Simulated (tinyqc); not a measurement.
Inside a calculation. Method: geometry optimisation on the RHF/6-31g surface (energies and gradients from PySCF), for H3+, spin multiplicity 1. One step of it, computed by the program tinyqc.

Task: Step 1: move. Quasi-Newton step p = -H^(-1) g (first H = 0.6 times the unit matrix); steps longer than 0.3 bohr are cut back.

positions at the start (bohr):
```
            x          y          z
1H  -0.105825  -0.077479  -0.051023
2H   0.069920   0.119053   1.559024
3H   0.049133   1.634613   0.820141
```

gradient (hartree/bohr):
```
              x            y            z
1H  -0.00342760  -0.03470337  -0.02039873
2H   0.00046785  -0.01049861   0.00821441
3H   0.00295975   0.04520199   0.01218433
```

Give: positions after step 1.

Result:

positions after step 1 (bohr):
```
          x        y        z
1H  -0.1001  -0.0196  -0.0170
2H   0.0691   0.1366   1.5453
3H   0.0442   1.5593   0.7998
```
